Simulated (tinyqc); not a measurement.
Pariser-Parr-Pople SCF with singles CI, for the molecule NC1=Cc2ccccc21 (SMILES; centres numbered as the heavy atoms are written), step by step. One step of it, computed by the program tinyqc.

Problem. PPP integrals. Ohno: gamma = 14.399645/sqrt(R^2 + a^2), a = 2 x 14.399645/(gamma_rr + gamma_ss); H_rr = -W_r - sum_(s != r) z_s gamma_rs; H_rs = beta for bonds.

Centres (angstrom, eV; a flat drawing with bonds scaled to 1.40 angstrom):
```
centre          x          y  core charge z          W   gamma_rr
1N      -2.931000   0.734000              2  24.400000  18.250000
2C      -1.709000   0.050000              1   9.860000  11.340000
3C      -1.329000  -1.298000              1   9.860000  11.340000
4C       0.018000  -0.917000              1   9.860000  11.340000
5C       1.375000  -1.262000              1   9.860000  11.340000
6C       2.352000  -0.259000              1   9.860000  11.340000
7C       1.972000   1.089000              1   9.860000  11.340000
8C       0.615000   1.433000              1   9.860000  11.340000
9C      -0.362000   0.430000              1   9.860000  11.340000
```

Resonance integrals (eV):
```
i  j       beta
1  2  -2.350000
2  3  -2.390000
3  4  -2.390000
4  5  -2.390000
5  6  -2.390000
6  7  -2.390000
7  8  -2.390000
8  9  -2.390000
9  2  -2.390000
9  4  -2.390000
```

Give: repulsion gamma_rs; core matrix H.

Solution.

repulsion gamma_rs (eV):
```
         1N       2C       3C       4C       5C       6C       7C       8C
1N  18.2500   8.4435   5.2087   4.0942   2.9721   2.6359   2.8735   3.8471
2C   8.4435  11.3400   7.6169   6.1233   4.0178   3.3754   3.5730   4.8197
3C   5.2087   7.6169  11.3400   7.6190   4.8199   3.5730   3.3747   4.0170
4C   4.0942   6.1233   7.6190  11.3400   7.6180   5.2605   4.6831   5.2610
5C   2.9721   4.0178   4.8199   7.6180  11.3400   7.6179   5.2594   4.6835
6C   2.6359   3.3754   3.5730   5.2605   7.6179  11.3400   7.6169   5.2607
7C   2.8735   3.5730   3.3747   4.6831   5.2594   7.6169  11.3400   7.6188
8C   3.8471   4.8197   4.0170   5.2610   4.6835   5.2607   7.6188  11.3400
9C   5.2098   7.6198   6.1214   7.6198   5.2607   4.6835   5.2600   7.6179

         9C
1N   5.2098
2C   7.6198
3C   6.1214
4C   7.6198
5C   5.2607
6C   4.6835
7C   5.2600
8C   7.6179
9C  11.3400
```

core matrix H (eV):
```
          1N        2C        3C        4C        5C        6C        7C        8C
1N  -59.6848   -2.3500    0.0000    0.0000    0.0000    0.0000    0.0000    0.0000
2C   -2.3500  -63.8930   -2.3900    0.0000    0.0000    0.0000    0.0000    0.0000
3C    0.0000   -2.3900  -57.4193   -2.3900    0.0000    0.0000    0.0000    0.0000
4C    0.0000    0.0000   -2.3900  -62.2332   -2.3900    0.0000    0.0000    0.0000
5C    0.0000    0.0000    0.0000   -2.3900  -55.0814   -2.3900    0.0000    0.0000
6C    0.0000    0.0000    0.0000    0.0000   -2.3900  -52.5197   -2.3900    0.0000
7C    0.0000    0.0000    0.0000    0.0000    0.0000   -2.3900  -52.9928   -2.3900
8C    0.0000    0.0000    0.0000    0.0000    0.0000    0.0000   -2.3900  -56.8328
9C    0.0000   -2.3900    0.0000   -2.3900    0.0000    0.0000    0.0000   -2.3900

          9C
1N    0.0000
2C   -2.3900
3C    0.0000
4C   -2.3900
5C    0.0000
6C    0.0000
7C    0.0000
8C   -2.3900
9C  -64.4627
```
